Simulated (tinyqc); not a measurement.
Tight binding, honeycomb lattice, step by step. One step of it, computed by the program tinyqc.

Task: Bloch Hamiltonian at k. H_AB = -t1 (1 + exp(-i k.a1) + exp(-i k.a2)); H_AA = delta - 2 t2 sum cos(k.b + phi), H_BB = -delta - 2 t2 sum cos(k.b - phi), b = a1, a2 - a1, -a2.

Parameters chosen for this model:
```
parameter     value                        unit
t1         2.330000                 eV, nearest
t2         0.380000       eV, second neighbours
phi        1.570000  rad, phase of t2 (Haldane)
delta      1.990000          eV, +/- on A and B
```

k point k (fractions of the reciprocal vectors): 0.240000  0.480000

Give: H(k) at k.

Result:

H(k) at k (eV):
```
               A              B
A          3.412  -0.165+2.617i
B  -0.165-2.617i         -3.411
```
